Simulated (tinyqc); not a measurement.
# Thermoelectric coefficients with electrons and holes, Landauer integrals: two studies

Bulk parabolic band, x = (E - Ec)/kB T, C = hbar^2/(2 m0), kB T in eV. Modes per area gv m kB T x/(4 pi C) times the back-scattering length l0 x^rr give the transport function s0 X(x), s0 = (2 q^2/h) gv m kB T l0/(4 pi C), X = x^(1 + rr). Holes have the same form with the prefactor bb s0 and the reduced level -eta - xg in place of eta. I_k = int X (x - eta)^k w dx, w = 1/(4 cosh^2((x - eta)/2)).

Values chosen for this exercise:
```
symbol,value,unit,meaning
T,300,K,temperature
m,0.57,m0,mass of one valley
gv,4,,valleys
l0,4.9,nm,back-scattering length at x = 1
rr,1,,energy exponent of that length
kL,2.8,W/(m K),lattice thermal conductivity
eta,0.8,,reduced Fermi level (EF - Ec)/kB T
xg,3,,gap over kB T
bb,1.4,,ratio of the hole prefactor to the electron prefactor
```

Constants: q = 1.602176634e-19 C, kB = 1.380649e-23 J/K, hbar = 1.054571817e-34 J s, h = 6.62607015e-34 J s, m0 = 9.1093837015e-31 kg, Vt = kB T/q, hbar^2/(2 m0) = 0.0380998212 eV nm^2. Results are converted to the units shown.

Each table varies one quantity; the others keep the values above.

## Effect of the gap

sigma = s0 I_0, S = -(kB/q) I_1/I_0, Lorenz number L = (kB/q)^2 [I_2/I_0 - (I_1/I_0)^2], kappa_e = L sigma T. With both bands: sigma = sigma_n + sigma_p, S = (sigma_n S_n + sigma_p S_p)/sigma with S_p = +(kB/q) I_1/I_0 of the holes, and kappa_e is the sum of L sigma T of both bands and the bipolar term sigma_n sigma_p (S_p - S_n)^2 T/sigma. Power factor S^2 sigma, ZT = S^2 sigma T/(kappa_e + kL). The integrals are converged.

Results:
```
xg	sigma (S/cm)	S (uV/K)	kappa_e (W/(m K))	power factor (mW/(m K^2))	ZT	bipolar kappa (W/(m K))
1	1664.4	-152.80	3.4447	3.8862	0.18669	2.3290
2.4	1509.2	-207.48	1.9185	6.4966	0.41305	0.90648
3.8	1469.5	-226.48	1.2943	7.5374	0.55229	0.30880
5.1	1460.0	-231.96	1.0866	7.8557	0.60637	0.10753
6.5	1457.3	-233.74	1.0107	7.9618	0.62680	0.033365
9.2	1456.5	-234.37	0.98001	7.9999	0.63491	0.0032709
10.6	1456.4	-234.41	0.97766	8.0024	0.63551	9.5670e-4
12	1456.4	-234.42	0.97697	8.0031	0.63568	2.7608e-4
```

Estimate the missing row, xg = 7.9.

Computed row:
```
xg	sigma (S/cm)	S (uV/K)	kappa_e (W/(m K))	power factor (mW/(m K^2))	ZT	bipolar kappa (W/(m K))
7.9	1456.6	-234.23	0.98694	7.9918	0.63311	0.010098
```

With this row back in the table: S falls from -153 to -234 uV/K, the bipolar kappa falls from 2.33 to 2.76e-4 W/(m K), and ZT rises from 0.187 to 0.636. ZT is within 5 % of its last value from xg = 5.1 on among the rows.

## Effect of the Fermi level

Same model as above.

Results:
```
eta	sigma (S/cm)	S (uV/K)	kappa_e (W/(m K))	power factor (mW/(m K^2))	ZT
-5	4605	176.4	3.252	14.33	0.7102
-3.8	2060	226.1	1.798	10.53	0.6873
-2.6	830.6	245.6	1.745	5.009	0.3307
-1.4	469.6	36.79	2.495	0.06358	0.003602
-0.2	726.7	-210.7	1.824	3.227	0.2094
1	1712	-212.0	1.632	7.699	0.5211
2.2	3706	-168.2	2.673	10.49	0.5749
3.4	6912	-132.6	4.789	12.15	0.4803
5.8	1.726e4	-89.18	12.10	13.72	0.2764
7	2.444e4	-75.93	17.27	14.09	0.2106
```

Estimate the missing row, eta = 4.6.

Computed row:
```
eta	sigma (S/cm)	S (uV/K)	kappa_e (W/(m K))	power factor (mW/(m K^2))	ZT
4.6	1.142e4	-107.2	7.932	13.13	0.3671
```

With this row back in the table: sigma goes from 4610 through a minimum of 470 (at eta = -1.4 among the rows listed) to 24400 S/cm, and S moves up and down between -212 and 246 uV/K. Among the rows the power factor is largest at eta = -5 and ZT, 0.710, at eta = -5, where S = 176 uV/K. S changes sign inside the gap, where the electron and hole terms cancel.

Range of the model: Parabolic bands, elastic scattering and a fixed kL make these model figures, not those of a material.

tinyqc, about 0.04 s, one thread, Intel Xeon 2.30GHz (shared host): `OMP_NUM_THREADS=1 python tinyqc.py 2800128 2800129 out.jsonl`
